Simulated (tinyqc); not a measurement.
Inside a calculation. Model: two-mode optical phonons of a ternary alloy from two coupled oscillators. Computed by tinyqc, a small Python program that keeps every step. Command: `OMP_NUM_THREADS=1 python tinyqc.py 3000724 3000725 out.jsonl twomode walk`. One thread of a shared host (Intel(R) Xeon(R) Processor @ 2.30GHz), about 0.01 s of CPU time with the checks. Intermediate numbers are printed to about 5 digits and carried at full precision; extremes and crossings named in words are read from the listed rows.

An alloy A(x)B(1-x)C has an A-C and a B-C bond oscillator. Each TO frequency moves linearly from the impurity mode (dilute end) to the TO of the pure crystal; each strength is proportional to the number of bonds.

Inputs (values chosen for the exercise, modelled on In(x)Ga(1-x)As, with A-C the InAs-like and B-C the GaAs-like bond):

| quantity | value | unit |
|---|---|---|
| omega_TO of pure AC | 218.5 | 1/cm |
| omega_LO of pure AC | 240.3 | 1/cm |
| omega_TO of pure BC | 266.5 | 1/cm |
| omega_LO of pure BC | 292.7 | 1/cm |
| eps_inf of AC | 12.1 | - |
| eps_inf of BC | 10.6 | - |
| impurity mode of A in BC | 235.2 | 1/cm |
| impurity mode of B in AC | 245.9 | 1/cm |
| fraction x of A | 0.59 | - |
| damping gamma | 9.9 | 1/cm |
| electron mass m* | 0.053 | m_0 |

Constants: e^2/(4 pi eps_0) = 14.39964548 eV angstrom; hbar^2/(2 m_0) = 3.80998212 eV angstrom^2; 1 THz = 33.35640952 1/cm; h x 1 THz = 4.135667696 meV.

## The two oscillators

omega_1 = (impurity mode of A) + x (omega_TO,AC - impurity mode of A); omega_2 = (impurity mode of B) + (1 - x)(omega_TO,BC - impurity mode of B); eps_inf = x eps_AC + (1 - x) eps_BC; strengths W_1 = x eps_AC (omega_LO,AC^2 - omega_TO,AC^2), W_2 = (1 - x) eps_BC (omega_LO,BC^2 - omega_TO,BC^2).

omega_1 (A-C, TO) = 225.347 1/cm

omega_2 (B-C, TO) = 254.346 1/cm

eps_inf = 11.485

W_1 = 71403 1/cm^2

W_2 = 63673 1/cm^2

## LO modes, coupled by the field

eps(omega) = eps_inf + W_1/(omega_1^2 - omega^2) + W_2/(omega_2^2 - omega^2) = 0 is the eigenproblem of the matrix [[omega_1^2 + W_1/eps_inf, sqrt(W_1 W_2)/eps_inf], [sqrt(W_1 W_2)/eps_inf, omega_2^2 + W_2/eps_inf]] for omega_LO^2. Uncoupled values keep the diagonal alone. eps_s = eps_inf + W_1/omega_1^2 + W_2/omega_2^2.

matrix (1/cm^2):
```
       1      2
1  56998   5871
2   5871  70236
```

lower LO mode = 234.03 1/cm

upper LO mode = 269.19 1/cm

uncoupled values (1/cm): 238.74  265.02

eps_s = 13.875

The field pushes the upper mode up by 4.17 and the lower one down by 4.71 per cm; the lower LO stays between the two TO modes.

## Share of the polar coupling

The polar coupling of mode j is c_j = (u_j . sqrt(W))^2/(eps_inf^2 omega_j^2), u_j its eigenvector and omega_j here its LO frequency; the c_j add up to 1/eps_inf - 1/eps_s. Froehlich constant alpha_j = (e^2/(4 pi eps_0)) c_j k_j/(2 E_j), E_j = h c omega_j, k_j = sqrt(m* E_j/(hbar^2/(2 m_0))).

c_j, lower and upper mode: 0.0035555  0.011444

share of the upper mode = 0.76297

alpha_j, lower and upper mode: 0.017725  0.053196

The upper mode holds 76 % of the coupling, against 41 % of the ionic part of eps_s for the upper oscillator: the field moves strength to the higher mode.

## Reflectivity

With damping, each denominator is omega_j^2 - omega^2 - i gamma omega; R = |(sqrt(eps) - 1)/(sqrt(eps) + 1)|^2.

Spectrum:

| omega (1/cm) | Re eps | Im eps | R |
|---|---|---|---|
| 212 | 25.505 | 4.2335 | 0.45200 |
| 225 | 18.139 | 32.598 | 0.56874 |
| 230 | 1.0520 | 17.812 | 0.50802 |
| 234 | 4.1538 | 9.2325 | 0.35100 |
| 239 | 9.2611 | 6.0841 | 0.30892 |
| 254 | 8.2174 | 26.119 | 0.54166 |
| 262 | -3.6906 | 7.9590 | 0.50803 |
| 269 | 0.81667 | 2.9750 | 0.18777 |
| 275 | 3.1612 | 1.6768 | 0.10994 |
| 296 | 6.8258 | 0.50260 | 0.20007 |

## Modes across the composition range

The formulas are those given above.

Frequencies (1/cm):

| x | TO, A-C | TO, B-C | lower LO | upper LO | coupling share of the upper LO | eps_s |
|---|---|---|---|---|---|---|
| 0.02 | 234.866 | 266.088 | 235.12 | 291.94 | 0.99351 | 12.823 |
| 0.10 | 233.530 | 264.440 | 234.81 | 288.89 | 0.96685 | 12.971 |
| 0.20 | 231.860 | 262.380 | 234.47 | 285.03 | 0.93173 | 13.155 |
| 0.35 | 229.355 | 259.290 | 234.10 | 279.13 | 0.87426 | 13.432 |
| 0.50 | 226.850 | 256.200 | 233.96 | 273.01 | 0.80849 | 13.709 |
| 0.65 | 224.345 | 253.110 | 234.17 | 266.56 | 0.72885 | 13.986 |
| 0.80 | 221.840 | 250.020 | 235.03 | 259.47 | 0.62009 | 14.264 |
| 0.90 | 220.170 | 247.960 | 236.38 | 253.97 | 0.50198 | 14.450 |
| 0.98 | 218.834 | 246.312 | 238.87 | 248.16 | 0.25886 | 14.598 |

The upper LO moves from 291.9 to 248.2 and the lower from 235.1 to 238.9 per cm. At each dilute end one LO-TO pair closes onto an impurity mode. The upper LO shifts by -0.42 per cm for each per cent of x near the middle, which is how Raman spectra measure composition. Its share of the polar coupling passes one half between x = 0.9 and 0.98.

Checks made by the program: generalised Lyddane-Sachs-Teller relation (relative difference below 1e-10); sum of the couplings (relative difference 2e-10).
